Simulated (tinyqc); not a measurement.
p-type polysilicon, carrier trapping at grain boundaries: two steps of the calculation.

One-dimensional grains of size Lg, uniform ionised doping N, monovalent traps Qt at each boundary at a depth Et below (for electrons) or above (for holes) the band edge there, abrupt depletion of width W on each side of a boundary, Boltzmann statistics. xi is the distance from the band edge at the grain centre to the Fermi level. Trapped charge Qt/(1 + exp((xi + VB - Et)/Vt)) = 2 N W, barrier VB = q N W^2/(2 eps0 eps_r).

Values chosen for this exercise; values of the order met in polycrystalline silicon:
```
symbol    value        unit                                                              meaning
T           300           K                                                          temperature
eps_r      11.7                                                            relative permittivity
NB      2.65e19       cm^-3                                  valence-band density of states at T
Lg           66          nm                                                           grain size
Qt         4e12       cm^-2                                     trap density of a grain boundary
Et         0.31          eV  depth of the trap level from the majority band edge at the boundary
ms         0.36          m0                                         mass for thermionic emission
fe         0.25                                           correction factor of the emission rate
mug          53  cm^2/(V s)                                           mobility inside the grains
N        3.3e18       cm^-3                                                               doping
```

Constants: q = 1.602176634e-19 C, kB = 1.380649e-23 J/K, m0 = 9.1093837015e-31 kg, Vt = kB T/q, eps0 = 8.8541878128e-14 F/cm where lengths are in cm. Results are converted to the units shown.

Question 1. New W. Partly depleted grain, xi = Vt ln(NB/N): f = 1/(1 + exp((xi + VB - Et)/Vt)), g = Qt f - 2 N W, g' = -2 Qt f (1 - f) VB/(W Vt) - 2 N, W(new) = W - g/g'.

W after iteration 1 = 6.0541937 nm

Give: VB; f; g; g'; W after iteration 2.

Answer 1.

VB = 0.09353 V
f = 0.9981
g = -3.173e9 cm^-2
g' = -6.688e11 cm^-2/nm
W after iteration 2 = 6.049 nm

Question 2. Resistivity and effective mobility. n0 = NB exp(-xi/Vt); mean density n0 (1 - 2 W/Lg) by charge balance in a partly depleted grain, and n0 (sqrt(pi)/2) erf(u)/u with u = sqrt(VB/Vt) in a fully depleted one; v = sqrt(kB T/(2 pi ms m0)); barrier resistivity Vt exp(VB/Vt)/(q fe n0 v Lg); grain resistivity (1 - 2 W/Lg)/(q n0 mug); effective mobility 1/(q mean density total resistivity).

W = 6.0494496 nm
xi = 0.053855462 V
VB = 0.093388084 V

Give: n0; mean density; v; barrier resistivity; grain resistivity; resistivity; effective mobility.

Answer 2.

n0 = 3.3000e18 cm^-3
mean density = 2.6951e18 cm^-3
v = 4.4835e6 cm/s
barrier resistivity = 0.24492 ohm cm
grain resistivity = 0.029144 ohm cm
resistivity = 0.27406 ohm cm
effective mobility = 8.4503 cm^2/(V s)

The resistivity is 7.68 times that of a single crystal with the same N and mobility mug, and the mean density is 81.7 % of N.

Numbers from tinyqc (`OMP_NUM_THREADS=1 python tinyqc.py 2830157 2830158 out.jsonl`; about 0.01 s on one thread of a shared Intel Xeon 2.30GHz).
